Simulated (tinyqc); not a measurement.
Changing the Huang-Rhys factor S: non-radiative capture by multiphonon emission, one effective mode. Computed by tinyqc, a small Python program. Command: `OMP_NUM_THREADS=1 python tinyqc.py 3008644 3008645 out.jsonl capture sweep`. One thread of a shared host (Intel(R) Xeon(R) Processor @ 2.30GHz), about 0.03 s of CPU time with the checks.

The initial state (free carrier plus empty centre) lies dE above the final state; both have the same frequency and are displaced by dQ.

Inputs (values chosen for the exercise, with mass, screening and phonons like those of GaAs):

| quantity | value | unit |
|---|---|---|
| energy released dE | 0.218 | eV |
| phonon energy hbar omega | 14.5 | meV |
| electron-phonon coupling W | 0.04 | eV/(u^(1/2) angstrom) |
| cell volume V | 2360 | angstrom^3 |
| degeneracy g | 4 | - |
| broadening b | 11 | meV |
| carrier mass m | 0.547 | m_0 |
| temperature T | 77 | K |
| defect density N_t | 2e+15 | cm^-3 |

Centre: neutral.

Constants: hbar^2/u = 4.18015928e-03 eV angstrom^2; k_B = 8.617333262e-05 eV/K; hbar = 6.582119569e-16 eV s; k_B = 1.380649e-23 J/K; m_0 = 9.1093837015e-31 kg.

Method:
- dQ = sqrt(2 S (hbar^2/u)/hbar omega); relaxation energy lambda = S hbar omega; phonons needed P = dE/hbar omega; classical barrier E_b = (dE - lambda)^2/(4 lambda); occupation n = 1/(exp(hbar omega/k_B T) - 1).
- Huang-Rhys weight for a net emission of p phonons: L_p = exp(-S (2n + 1)) ((n + 1)/n)^(p/2) I_p(2 S sqrt(n (n + 1))), I_p the modified Bessel function.
- M_p = sum_m w_m <m_i|Q|(m + p)_f>^2 with Q counted from the final minimum and Boltzmann weights w_m for m = 0..24; <m_i|Q|k_f> = sqrt((hbar^2/u)/(2 hbar omega)) [sqrt(k) <m|k-1> + sqrt(k+1) <m|k+1>], with overlaps of oscillators displaced by d = sqrt(2 S) summed on 1500 points from -16 to 16 + d.
- The delta function is a Gaussian of standard deviation b at dE - p hbar omega.
- C_0 = V (2 pi/hbar) g W^2 sum_p M_p Gaussian_p. The sum runs over the seven p from round(P) - 3 to round(P) + 3; 1 angstrom^3 = 1e-24 cm^3.
- For a neutral centre the Sommerfeld factor is 1.
- C = s C_0; v = sqrt(3 k_B T/m); sigma = C/v; tau = 1/(C N_t).

One run for each value:

| Huang-Rhys factor S | capture coefficient C (cm^3/s) | classical barrier E_b (eV) | dQ (u^(1/2) angstrom) |
|---|---|---|---|
| 1.8 | 1.895e-12 | 0.3527 | 1.019 |
| 2.3 | 2.688e-11 | 0.2556 | 1.152 |
| 3.6 | 2.470e-09 | 0.1317 | 1.441 |
| 4.5 | 1.877e-08 | 0.0894 | 1.611 |
| 5.7 | 1.290e-07 | 0.0554 | 1.813 |
| 7.1 | 5.992e-07 | 0.0321 | 2.023 |
| 8.9 | 2.121e-06 | 0.0153 | 2.265 |
| 11.0 | 4.880e-06 | 0.0054 | 2.518 |

Give the missing row, Huang-Rhys factor S = 2.9.

Computed row:
```
Huang-Rhys factor S  capture coefficient C (cm^3/s)  classical barrier E_b (eV)  dQ (u^(1/2) angstrom)
2.9                                       2.968e-10                      0.1841                  1.293
```

Interpolating between the two neighbouring rows (the first column on a logarithmic scale, the others too where they are positive) misses most in capture coefficient C (cm^3/s), by 6.1 %. Over the rows, capture coefficient C (cm^3/s) rises from 1.90e-12 to 4.88e-6 (exponent d ln y / d ln x 11 between the first rows and 3.9 between the last); classical barrier E_b (eV) falls from 0.353 to 0.00536 (exponent d ln y / d ln x -1.3 between the first rows and -5.0 between the last); dQ (u^(1/2) angstrom) rises from 1.02 to 2.52 (exponent d ln y / d ln x about 0.50 throughout). The barrier vanishes where S equals the number of phonons needed, dE/hbar omega = 15.0.

Caution (rows 1.80, 2.30, 2.90, 3.60, 4.50): the largest term is not the one nearest energy conservation, so C_0 depends strongly on the broadening b. Caution (rows 8.90, 11.0): so large a cross-section lies beyond first-order perturbation theory; cascade capture or carrier supply would limit it.

Extremes, crossings and ranges named in words are read from the listed rows.
